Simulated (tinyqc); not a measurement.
## Pinning factor and decay constant from two barriers

Inverse problem. phiB = S (phiM - chi) + (1 - S)(Eg - E0) with S = 1/(1 + (1/S0 - 1) exp(-be ti)). Find S0, S at the given thickness and be.

Values chosen for this exercise; semiconductor values close to those of In0.53Ga0.47As; interlayer mass of the order of that in hafnium oxide, offset chosen freely: band gap Eg = 0.753 eV; electron affinity chi = 4.33 eV; charge-neutrality level above the valence band E0 = 0.49 eV; metal work function phiM = 4.81 eV.

phiB at ti = 0, 0.4 nm (eV): 0.29555000  0.31906033

Solution. Each barrier gives its S by linear interpolation between the pinned and the unpinned value; the ratio of the two values of 1/S - 1 is exp(be ti).

S0 = 0.1500
S = 0.2583
be = 1.700 1/nm

Computed by the program tinyqc: `OMP_NUM_THREADS=1 python tinyqc.py 2270006 2270007 out.jsonl`, one thread of a shared Intel Xeon 2.30GHz, about 0.02 s for the whole run.
